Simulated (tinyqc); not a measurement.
Born-von Karman spring model of a cubic crystal with one atom per cell: one step, computed by the program tinyqc. Command: `OMP_NUM_THREADS=1 python tinyqc.py 3023008 3023009 out.jsonl springs walk`. One thread of a shared host (Intel(R) Xeon(R) Processor @ 2.30GHz), about 0.1 s of CPU time with the checks.

First neighbours lie at a (1,0,0) (6 of them), second at a (1,1,0) (12), with all permutations and signs; the volume per atom is Omega = a^3.

Task: Frequencies and polarisations. Diagonalise D. An eigenvalue lambda of D in eV/(angstrom^2 u) gives nu = 15.6333042 THz x sqrt(lambda). Eigenvectors are columns, with the largest component positive; the longitudinal weight is (e.q)^2/q^2.

Inputs (values chosen for the exercise, for a model crystal).

Lattice: sc.

wave vector q (2 pi/a): 0.35  0.45  0.15

D(q) (eV/(angstrom^2 u)):
```
           x          y          z
x  0.1409856  0.0074472  0.0194970
y  0.0074472  0.1668017  0.0074472
z  0.0194970  0.0074472  0.1113311
```

Constants: nu for 1 eV/(angstrom^2 u) = 15.6333042 THz.

Give: eigenvalues; frequencies; polarisation vectors; longitudinal weights.

Result:

eigenvalues (eV/(angstrom^2 u)): 0.1015  0.1459  0.1717

frequencies (THz): 4.980  5.972  6.478

polarisation vectors:
```
    mode 1   mode 2  mode 3
x  -0.4339   0.8240  0.3643
y  -0.0531  -0.4270  0.9027
z   0.8994   0.3724  0.2290
```

longitudinal weights: 0.0048  0.0666  0.9286

Mode 3 is the most longitudinal, with weight 0.93.
